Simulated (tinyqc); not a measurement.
Stillinger-Weber potential for a tetrahedral semiconductor: one step, computed by the program tinyqc. Command: `OMP_NUM_THREADS=1 python tinyqc.py 3020105 3020106 out.jsonl swsi walk`. One thread of a shared host (Intel(R) Xeon(R) Processor @ 2.30GHz), about 0.04 s of CPU time with the checks.

With x = r/sigma: pair term eps A (B x^-4 - 1) exp(1/(x - a)); for each pair of neighbours j, k of atom i, three-body term eps lambda exp(gamma/(x_ij - a) + gamma/(x_ik - a)) (cos theta_jik + 1/3)^2; both vanish beyond x = a. A = 7.049556277, B = 0.6022245584, a = 1.8.

Task: The diamond lattice. All angles are tetrahedral, so only the pair term acts; its minimum lies at x = 2^(1/6) with depth eps, and second neighbours lie beyond the cut-off. a0 = 4 d/sqrt3; E = -2 eps per atom.

Inputs (values chosen for the exercise, modelled on silicon): energy scale eps = 2.185 eV; length scale sigma = 2.081 angstrom.

Give: bond length d; lattice constant a0; energy per atom.

Result:

bond length d = 2.3358 angstrom

lattice constant a0 = 5.3944 angstrom

energy per atom = -4.37 eV
